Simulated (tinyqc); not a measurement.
Worked calculation: Pariser-Parr-Pople SCF with singles CI, for the molecule [CH2+]c1cccnc1 (SMILES; centres numbered as the heavy atoms are written). One step of it, computed by the program tinyqc.

Task: Iteration 2: orbitals and new P. Diagonalise F (the basis is taken as orthonormal) and form P = 2 sum c c over the lowest orbitals; 0.3 of the old P is kept.

F (eV), order 1C, 2C, 3C, 4C, 5C, 6N, 7C:
$$\begin{pmatrix}
-10.097161 & -4.231738 & -0.519280 & 0.185281 & 0.369635 & 0.178961 & -0.579143 \\
-4.231738 & -10.640969 & -3.704756 & 0.001009 & 0.357171 & 0.023936 & -3.698023 \\
-0.519280 & -3.704756 & -9.794337 & -4.319013 & -0.397294 & 0.486530 & 0.292743 \\
0.185281 & 0.001009 & -4.319013 & -9.501414 & -4.034929 & -0.019736 & 0.504386 \\
0.369635 & 0.357171 & -0.397294 & -4.034929 & -9.090194 & -4.213781 & -0.227505 \\
0.178961 & 0.023936 & 0.486530 & -0.019736 & -4.213781 & -11.747998 & -4.455084 \\
-0.579143 & -3.698023 & 0.292743 & 0.504386 & -0.227505 & -4.455084 & -9.622443
\end{pmatrix}$$

pi electrons, sum of z_r less the charge = 6

P after iteration 1, order 1C, 2C, 3C, 4C, 5C, 6N, 7C:
$$\begin{pmatrix}
0.501232 & 0.689075 & 0.268187 & -0.128611 & -0.282047 & -0.122618 & 0.299104 \\
0.689075 & 1.006671 & 0.491839 & -0.000521 & -0.203085 & -0.012147 & 0.489320 \\
0.268187 & 0.491839 & 0.846066 & 0.721728 & 0.205186 & -0.272221 & -0.151163 \\
-0.128611 & -0.000521 & 0.721728 & 0.971577 & 0.615354 & 0.010014 & -0.286737 \\
-0.282047 & -0.203085 & 0.205186 & 0.615354 & 0.771733 & 0.622081 & 0.117497 \\
-0.122618 & -0.012147 & -0.272221 & 0.010014 & 0.622081 & 1.114471 & 0.710287 \\
0.299104 & 0.489320 & -0.151163 & -0.286737 & 0.117497 & 0.710287 & 0.788250
\end{pmatrix}$$

Give: orbital energies; P after iteration 2.

Result:

orbital energies (eV): [-18.4818, -16.0343, -14.9276, -8.7035, -5.4550, -4.6703, -2.2220]

P after iteration 2, order 1C, 2C, 3C, 4C, 5C, 6N, 7C:
$$\begin{pmatrix}
0.5325 & 0.7133 & 0.2588 & -0.1353 & -0.2783 & -0.1251 & 0.3040 \\
0.7133 & 1.0119 & 0.4760 & -0.0018 & -0.1934 & -0.0186 & 0.4749 \\
0.2588 & 0.4760 & 0.8388 & 0.7299 & 0.2298 & -0.2651 & -0.1532 \\
-0.1353 & -0.0018 & 0.7299 & 0.9647 & 0.6076 & 0.0107 & -0.2794 \\
-0.2783 & -0.1934 & 0.2298 & 0.6076 & 0.7370 & 0.6154 & 0.1131 \\
-0.1251 & -0.0186 & -0.2651 & 0.0107 & 0.6154 & 1.1580 & 0.7122 \\
0.3040 & 0.4749 & -0.1532 & -0.2794 & 0.1131 & 0.7122 & 0.7570
\end{pmatrix}$$
